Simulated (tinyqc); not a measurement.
Worked calculation: plane-wave Kohn-Sham cycle with exchange-only LDA in a layered model solid. One step of it, computed by the program tinyqc.

Problem. Iteration 1: Hamiltonian at one k. H(m,m') = (k + G_m)^2/2 delta + V(G_m - G_m'), with V(-G) = V(G).

A solid whose potential varies along x alone (atomic units):
```
parameter                      value
period a                   10.300000
cross-section of the cell  32.000000
electrons per cell                 4
grid points                       16
plane waves -n..n, n               3
k points                           3
V1 in V1 cos(2 pi x/a)     -0.310000
```

V(G_m), m = 0, 1, 2, ... (hartree): [-0.226298, -0.155000, 0.000000, 0.000000, 0.000000, 0.000000, 0.000000]

k = 0.000000 2 pi / a

Give: H.

Solution.

H (hartree), order -3, -2, -1, +0, +1, +2, +3:
$$\begin{pmatrix}
1.4483 & -0.1550 & 0.0000 & 0.0000 & 0.0000 & 0.0000 & 0.0000 \\
-0.1550 & 0.5179 & -0.1550 & 0.0000 & 0.0000 & 0.0000 & 0.0000 \\
0.0000 & -0.1550 & -0.0402 & -0.1550 & 0.0000 & 0.0000 & 0.0000 \\
0.0000 & 0.0000 & -0.1550 & -0.2263 & -0.1550 & 0.0000 & 0.0000 \\
0.0000 & 0.0000 & 0.0000 & -0.1550 & -0.0402 & -0.1550 & 0.0000 \\
0.0000 & 0.0000 & 0.0000 & 0.0000 & -0.1550 & 0.5179 & -0.1550 \\
0.0000 & 0.0000 & 0.0000 & 0.0000 & 0.0000 & -0.1550 & 1.4483
\end{pmatrix}$$
